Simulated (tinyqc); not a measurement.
Angle of incidence: periodic multilayer mirror for extreme ultraviolet light.

s polarisation, vacuum above. q_j = sqrt(N_j^2 - sin^2 theta); interface r_jk = (q_j - q_k)/(q_j + q_k) exp(-2 (2 pi/lam)^2 q_j q_k sg^2) (Nevot-Croce; sg = 0 if not given); phase factor of a layer x_j = exp(4 pi i q_j d_j/lam). Each period has the spacer (thickness (1 - Gm) L) on top of the absorber (Gm L). In this recursion R is the amplitude; R in tables and results is the reflectance, its squared modulus. The substrate is of the spacer material. Starting with R = 0 in it, each interface upward gives R -> (r + R x)/(1 + r R x), x that of the layer below the interface (1 for the substrate).

Parameters, chosen for this exercise (optical constants near those of Mo and Si at 13.5 nm; not measured data):
- lam = 13.5 nm (wavelength)
- dA = (0.0786, 0.00637) (delta and beta of the absorber, N = 1 - delta + i beta)
- dS = (0.0008, 0.00193) (delta and beta of the spacer and the substrate)
- L = 6.95 nm (period)
- Gm = 0.44 (absorber share of the period)
- sg = 0 nm (interface roughness)
- Np = 40 (periods)

Results:

| theta (degrees) | lam_B (nm) | R |
|---|---|---|
| 0 | 13.413 | 0.733 |
| 2 | 13.404 | 0.733 |
| 4 | 13.378 | 0.734 |
| 6 | 13.334 | 0.732 |
| 8 | 13.273 | 0.717 |
| 10 | 13.194 | 0.659 |
| 12 | 13.097 | 0.417 |
| 14 | 12.984 | 0.096 |
| 16 | 12.853 | 0.157 |
| 18 | 12.705 | 0.029 |
| 20 | 12.541 | 0.071 |

lam_B = 2 L Re(mean q) falls with the angle, from 13.413 to 12.541 nm; the largest value listed is 0.734 at 4 degrees. R stays above 90 % of that value at 0, 2, 4, 6 and 8 degrees, which bounds the cone of light that a mask or mirror with this period accepts.

Program tinyqc; command `OMP_NUM_THREADS=1 python tinyqc.py 1651033 1651034 out.jsonl`; about 0.01 s on one thread of a shared Intel(R) Xeon(R) Processor @ 2.30GHz.
